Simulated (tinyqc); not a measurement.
Size effects in the resistivity of thin metal films and interconnect lines. Changing the drawn line width w. Computed by tinyqc, a small Python program. Command: `OMP_NUM_THREADS=1 python tinyqc.py 3021192 3021193 out.jsonl size sweep`. One thread of a shared host (Intel(R) Xeon(R) Processor @ 2.30GHz), about 0.01 s of CPU time with the checks.

Electrons lose their drift at surfaces (a share 1 - p of the hits) and at grain boundaries (reflection R), besides bulk scattering. The line sits in a trench with a non-conducting liner on both walls and the bottom; the spacing equals the drawn width.

Inputs (values chosen for the exercise, modelled on copper):
```
quantity,value,unit
bulk resistivity rho_b,1.73,microohm cm
bulk mean free path lambda,38,nm
specularity p,0.67,-
grain-boundary reflection R,0.52,-
grain size over metal width,0.64,-
aspect ratio (height over width),2.3,-
liner thickness t,2.4,nm
line length,3.9,micrometre
permittivity of the dielectric k,3.6,-
```

Geometry: line.

Constants: eps_0 = 8.8541878128e-12 F/m.

Method:
- Metal width w_m = w - 2t, height h_m = (aspect ratio) w - t, grain size D = (ratio) w_m.
- Mayadas-Shatzkes: alpha = (lambda/D) R/(1 - R); rho_b/rho = 1 - 3 alpha/2 + 3 alpha^2 - 3 alpha^3 ln(1 + 1/alpha).
- Fuchs-Sondheimer film: rho_b/rho = 1 - (3/(2 kappa))(1 - p) int_0^1 (s - s^3)(1 - exp(-kappa/s))/(1 - p exp(-kappa/s)) ds, f = rho/rho_b, kappa = thickness/lambda, 80 Gauss-Legendre points.
- Line: the excess of a film of thickness w_m and of a film of thickness h_m are added, rho/rho_b = 1 + (f(w_m) - 1) + (f(h_m) - 1), an estimate that holds best when both sides exceed lambda.
- Total: rho = rho_b [1 + surface excess + grain excess]; resistance per length rho/(w_m h_m); capacitance per length C = 2 k eps_0 (aspect ratio + 1/2), a parallel-plate estimate for two neighbours plus a fixed term for the planes above and below; delay 0.38 R C L^2; effective resistivity per drawn area.

One run for each value:
```
drawn line width w (nm),resistance per length (ohm/micrometre),resistivity rho (microohm cm),effective resistivity per drawn area (microohm cm),rho/rho_b from surfaces,rho/rho_b from grains
9.3,4.3178e+03,36.898,85.893,2.2053,20.123
14.0,6.9771e+02,19.129,31.453,1.6728,10.384
22.0,1.3423e+02,11.128,14.942,1.3875,6.045
34.0,3.3039e+01,7.313,8.784,1.2358,3.991
53.0,8.9267e+00,5.142,5.767,1.1444,2.828
81.0,2.7885e+00,3.908,4.208,1.0912,2.168
130.0,8.2667e-01,3.070,3.213,1.0551,1.719
190.0,3.2850e-01,2.644,2.728,1.0370,1.491
300.0,1.1379e-01,2.310,2.355,1.0231,1.312
```

Over the rows, resistance per length (ohm/micrometre) falls from 4320 to 0.114 (exponent d ln y / d ln x -4.5 between the first rows and -2.3 between the last); resistivity rho (microohm cm) falls from 36.9 to 2.31 (exponent d ln y / d ln x -1.6 between the first rows and -0.30 between the last); effective resistivity per drawn area (microohm cm) falls from 85.9 to 2.36 (exponent d ln y / d ln x -2.5 between the first rows and -0.32 between the last).  Left out: 6.00 (the liner leaves almost no metal).

Caution (rows 9.30, 14.0): for lines much narrower than lambda adding the two film terms and the grain term underestimates the resistivity.

Extremes, crossings and ranges named in words are read from the listed rows.
